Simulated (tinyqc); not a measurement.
Inside a calculation: quantum well in an electric field by finite differences. Values are carried at full precision from step to step, so a last printed digit may differ when a step is redone from the rounded ones.

Finite differences on points z_i at the centres of cells of width h: H_ii = (c/h^2)(1/m_(i-1/2) + 1/m_(i+1/2)) + V_i, H_(i,i+1) = -(c/h^2)/m_(i+1/2), where m_(i+1/2) is the mean of the masses at the two points (the end values are repeated outwards), psi = 0 on the points beyond both ends, c = hbar^2/2m0. The field adds e F (z - z0) with z0 the middle of the structure; 1 kV/cm = 1e-5 eV/angstrom.

Constants: hbar^2/2m0 = 3.80998211 eV angstrom^2.

Values chosen for the exercise (near those of an InGaAs well in InP; shifted at random, so the results belong to these values and not to a real crystal): layers = ((148, 0.255, 0.0784), (148, 0, 0.0404), (148, 0.255, 0.0784)) (each layer: thickness in angstrom, band edge in eV, mass in m0); F = 6.6 kV/cm (field along z); h = 37 angstrom (cell width of the coarse grid); hf = 2.3125 angstrom (cell width of the fine grid).

## The coarse grid

List the points, the potential with the field, and the masses.

Grid:
```
i   z (angstrom)   V (eV)  m (m0)
1           18.5   0.2416  0.0784
2           55.5   0.2440  0.0784
3           92.5   0.2465  0.0784
4          129.5   0.2489  0.0784
5          166.5  -0.0037  0.0404
6          203.5  -0.0012  0.0404
7          240.5   0.0012  0.0404
8          277.5   0.0037  0.0404
9          314.5   0.2611  0.0784
10         351.5   0.2635  0.0784
11         388.5   0.2660  0.0784
12         425.5   0.2684  0.0784
```

## The tridiagonal Hamiltonian

Form the diagonal and the neighbouring elements; V in the grid already includes the field.

diagonal H_ii (eV): 0.3126  0.3150  0.3174  0.3312  0.1121  0.1366  0.1390  0.1194  0.3435  0.3345  0.3370  0.3394

H_(i,i+1) (eV): -0.0355  -0.0355  -0.0355  -0.0469  -0.0689  -0.0689  -0.0689  -0.0469  -0.0355  -0.0355  -0.0355

## Lowest levels on the coarse grid

Diagonalise the symmetric tridiagonal matrix; give the three lowest levels and the weights u_i^2 (sum 1) of the two lowest.

levels (eV): 0.0170  0.0721  0.1569

weights on the points:
```
             1      2      3      4      5      6      7      8      9     10     11     12
level 1  0.000  0.000  0.000  0.005  0.203  0.332  0.301  0.156  0.003  0.000  0.000  0.000
level 2  0.000  0.000  0.000  0.013  0.380  0.079  0.125  0.390  0.012  0.000  0.000  0.000
```

## Halving the cell width

The same with h, h/2, ..., h/32. The end points move with h, since psi vanishes half a cell beyond the structure. Richardson value (4 E(h/32) - E(h/16))/3.

Convergence:
```
cell (angstrom)  points  E1 (eV)  E2 (eV)  E1 - finest (meV)
37.0000              12  0.01701  0.07209             -5.951
18.5000              24  0.02088  0.08656             -2.084
9.2500               48  0.02239  0.09152             -0.579
4.6250               96  0.02282  0.09288             -0.142
2.3125              192  0.02294  0.09323             -0.029
1.1562              384  0.02296  0.09331              0.000
```

Richardson values of E1, E2 (eV): 0.02297  0.09334

The coarse grid is 6.0 meV too low in E1. The last differences between rows shrink by a factor 4.0 (4 for a pure h^2 error, 2 for one linear in h).

## Positions and dipoles on the fine grid

With h sum psi^2 = 1: <z - z0> of three levels, |z_12| and |z_13|, the mass m1 from 1/m1 = <1|1/m|1>, and f_1j = (m1/c)(E_j - E_1) z_1j^2.

levels (eV): 0.0229  0.0932  0.2074

<z - z0> (angstrom): -2.4  0.6  -1.6

|z_12|, |z_13| (angstrom): 35.80  0.60

m1 = 0.0409 m0

f_12, f_13: 0.966  0.001

Parity is broken, so the 1-3 transition is allowed, with 0.00073 times the strength of 1-2. E2 - E1 = 70.3 meV, a wavelength of 17.6 micrometre (hc = 1239.841984 eV nm).

## Checks

- E1 at zero field on the grid h/32 against transfer matrices between the same hard ends, eV: 0.0230 against 0.0231.

Program tinyqc; command `OMP_NUM_THREADS=1 python tinyqc.py 1250573 1250574 out.jsonl`; about 0.02 s on one thread of a shared Intel(R) Xeon(R) Processor @ 2.30GHz.
